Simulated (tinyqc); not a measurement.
Admittance spectroscopy and thermally stimulated current of one trap level in a depletion layer: one step, computed by the program tinyqc. Command: `OMP_NUM_THREADS=1 python tinyqc.py 3113453 3113454 out.jsonl admit walk`. One thread of a shared host (Intel(R) Xeon(R) Processor @ 2.30GHz), about 0.01 s of CPU time with the checks.

A Schottky junction on n-type material holds one donor-like electron trap; shallow donors are fully ionised and abrupt depletion edges are assumed.

Task: The capacitance step. With E_c - E_F = k_B T_p ln(N_c/N): lambda = sqrt(2 eps eps_0 (E_t - (E_c - E_F))/(e^2 N)); traps are empty and charged for x < x_t = w - lambda, and V_b = e (N w^2 + N_t x_t^2)/(2 eps eps_0). High frequency: C_hf = eps eps_0/w. Low frequency: C_lf = eps eps_0 (N + N_t)/(N w + N_t x_t).

Inputs (values chosen for the exercise, modelled on n-type 4H-SiC):

| quantity | value | unit |
|---|---|---|
| dielectric constant eps | 9.69 | - |
| shallow doping N | 9e+16 | 1/cm^3 |
| trap density N_t | 2.7e+15 | 1/cm^3 |
| trap depth E_t below the band | 0.436 | eV |
| band bending V_b | 1.9 | V |

E_c - E_F = k_B T_p ln(N_c/N) = 0.1344538 eV

Constants: eps_0 = 8.8541878128e-12 F/m; e = 1.602176634e-19 C.

Give: lambda; depletion width w; crossing point x_t; C_hf; C_lf; step (C_lf - C_hf)/C_hf; small-N_t estimate (N_t/N)(lambda/w).

Result:

lambda = 59.90 nm

depletion width w = 149.6 nm

crossing point x_t = 89.66 nm

C_hf = 57.37 nF/cm^2

C_lf = 58.04 nF/cm^2

step (C_lf - C_hf)/C_hf = 0.01180

small-N_t estimate (N_t/N)(lambda/w) = 0.01202

Reading N_t/N straight from the step would give 0.0118 against the true 0.0300: the factor lambda/w must be known.
